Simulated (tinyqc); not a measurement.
Bands along [100] with and without spin-orbit coupling: tight-binding t2g bands of a cubic perovskite.

Orbitals yz, zx, xy (X, Y, Z below) times spin. E_xy = Dt + 2t (2 - cos x - cos y) + 2 td (1 - cos z) + 4 t2 (1 - cos x cos y) with x = kx a and so on; yz and zx follow by cyclic change, without Dt. Spin-orbit term -(Dso/3) L.sigma + Dso/3 with (L_k)_ij = -i epsilon_kij in X, Y, Z: for Dt = 0 the quartet lies at 0 and the doublet at Dso.

Values chosen for the exercise (of the size met in SrTiO3 and KTaO3; shifted at random, so the results belong to these values and not to a real crystal): t = 0.549 eV (strong hopping); td = 0.056 eV (weak hopping); t2 = 0.032 eV (diagonal hopping in the plane of the orbital); Dso = 0.02 eV (spin-orbit splitting at Gamma); Dt = 0.019 eV (shift of xy (tetragonal field or confinement)).

k = (x,0,0). The plain columns hold the three orbital energies without spin-orbit coupling, sorted.

Levels (eV):
```
x (2 pi/a)  plain 1  plain 2  plain 3  pair 1  pair 2  pair 3
0.00         0.0000   0.0000   0.0190  0.0000  0.0082  0.0308
0.02         0.0009   0.0097   0.0287  0.0037  0.0159  0.0397
0.04         0.0035   0.0385   0.0575  0.0084  0.0436  0.0675
0.06         0.0079   0.0861   0.1051  0.0136  0.0909  0.1146
0.10         0.0214   0.2341   0.2531  0.0277  0.2388  0.2622
0.20         0.0774   0.8471   0.8661  0.0839  0.8517  0.8750
0.30         0.1466   1.6049   1.6239  0.1532  1.6094  1.6327
0.50         0.2240   2.4520   2.4710  0.2306  2.4566  2.4798
```

Give the missing row, x (2 pi/a) = 0.15.

Computed row:
```
x (2 pi/a)  plain 1  plain 2  plain 3  pair 1  pair 2  pair 3
0.15         0.0462   0.5054   0.5244  0.0526  0.5100  0.5333
```

At the zone edge the heavy yz band has risen by 0.224 eV (4 td) and the light ones by 2.452 eV (4t + 8 t2). Spin-orbit coupling mixes the orbitals while their spacing is below Dso = 0.02 eV: the lowest pair lies +2.8 meV from the plain band at x = 0.02 and +6.6 meV at the edge, where yz has parted from the other two and its offset tends to Dso/3 = 6.7 meV; zx and xy, 19 meV apart without the coupling, still mix there.

Run: tinyqc, `OMP_NUM_THREADS=1 python tinyqc.py 1451833 1451834 out.jsonl`; Intel(R) Xeon(R) Processor @ 2.30GHz, one thread, shared host; about 0.01 s of CPU time with all checks.
